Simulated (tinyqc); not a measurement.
Sheet resistance of a shallow doped layer with concentration-dependent mobility and limited activation: one step, computed by the program tinyqc.

A layer of one dopant lies in a background of the opposite type. Current flows parallel to the surface down to the junction; depletion is ignored.

Question. Local values. C(x) = C_s erfc(x/l). Active density N = min(C, C_a); carriers n = N - C_B; mobility mu = mu_min + (mu_max - mu_min)/(1 + ((N + C_B)/N_r)^alpha). Conductivity e n mu. Depths are 0, 0.2, 0.4, 0.6, 0.8 and 0.95 of x_j.

Inputs (values chosen for the exercise, modelled on boron in silicon): surface concentration C_s = 1.9e+20 1/cm^3; length l = 18 nm; background C_B = 2e+18 1/cm^3; mobility floor mu_min = 49.4 cm^2/(V s); mobility mu_max = 464 cm^2/(V s); reference density N_r = 1.68e+17 1/cm^3; exponent alpha = 0.691; anneal temperature T = 850 C.

Profile: erfc.

junction depth x_j = 32.55857 nm

active limit C_a = 4.187785e+19 1/cm^3

Constants: e = 1.602176634e-19 C.

Give: Along the depth.

Answer.

Along the depth:
```
x (nm)  C (1/cm^3)  N (1/cm^3)  mu (cm^2/(V s))  conductivity (S/cm)
0.000   1.9000e+20  4.1878e+19           58.076               371.06
6.512   1.1570e+20  4.1878e+19           58.076               371.06
13.023  5.8179e+19  4.1878e+19           58.076               371.06
19.535  2.3717e+19  2.3717e+19           61.835               215.15
26.047  7.7356e+18  7.7356e+18           73.051                67.13
30.931  2.8677e+18  2.8677e+18           86.290                12.00
```
